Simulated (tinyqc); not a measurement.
The same stress in different states: Raman shift of the zone-centre optical phonon of a diamond-structure crystal under stress. Computed by tinyqc, a small Python program. Command: `OMP_NUM_THREADS=1 python tinyqc.py 3020864 3020865 out.jsonl ramanstress walk`. One thread of a shared host (Intel(R) Xeon(R) Processor @ 2.30GHz), about 0.01 s of CPU time with the checks.

Axes x, y, z are the cube axes. Strain shifts the threefold optical mode and can split it; p, q and r are the phonon deformation potentials.

Inputs (values chosen for the exercise, modelled on germanium):

| quantity | value | unit |
|---|---|---|
| unstrained frequency omega_0 | 300.5 | 1/cm |
| p/omega_0^2 | -1.54 | - |
| q/omega_0^2 | -1.88 | - |
| r/omega_0^2 | -1.08 | - |
| C11 | 129.2 | GPa |
| C12 | 48.22 | GPa |
| C44 | 66.52 | GPa |
| stress sigma (tension positive) | 0.41 | GPa |

Stress state: biaxial. Axis: [001].

Method:
- S11 = (C11 + C12)/D, S12 = -C12/D, D = (C11 - C12)(C11 + 2 C12), S44 = 1/C44.
- eps_xx = S11 sigma_xx + S12 (sigma_yy + sigma_zz), and cyclic; eps_xy = S44 sigma_xy/2 (tensor strain).
- Secular matrix: M_xx = p eps_xx + q (eps_yy + eps_zz), M_xy = 2 r eps_xy; its eigenvalues are omega^2 - omega_0^2, and the shifts are these over 2 omega_0.
- Uniaxial: sigma n n^T; biaxial: sigma (1 - n n^T); hydrostatic: sigma 1. The line seen from (001) is taken as unresolved, at the intensity-weighted shift M_zz/(2 omega_0).

S44 = 15.0331 1/TPa

S11 = 9.70976 1/TPa

S12 = -2.63896 1/TPa

Shifts (1/cm):

| state | lowest | middle | highest | line seen from (001) |
|---|---|---|---|---|
| uniaxial [100] | -0.5685 | -0.5685 | -0.3099 | -0.5685 |
| uniaxial [110] | -0.9393 | -0.5685 | 0.0609 | -0.5685 |
| uniaxial [001] | -0.5685 | -0.5685 | -0.3099 | -0.3099 |
| uniaxial [111] | -1.1491 | -0.1489 | -0.1489 | -0.4823 |
| biaxial, normal [001] | -1.1371 | -0.8784 | -0.8784 | -1.1371 |
| biaxial, normal [111] | -1.2980 | -1.2980 | -0.2979 | -0.9646 |
| hydrostatic | -1.4470 | -1.4470 | -1.4470 | -1.4470 |

What does the comparison show, and why?

Seen from (001), uniaxial stress along [100] and along [110] give the same shift (-0.569), and equal biaxial stress in the plane gives twice as much (-1.137), since only sigma_xx + sigma_yy and sigma_zz enter M_zz. Stress along [001] gives -0.310. One measured shift therefore fixes the stress only once its state is assumed: read as uniaxial in the plane, a shift implies twice the stress that it does read as biaxial.

Extremes, crossings and ranges named in words are read from the listed rows.
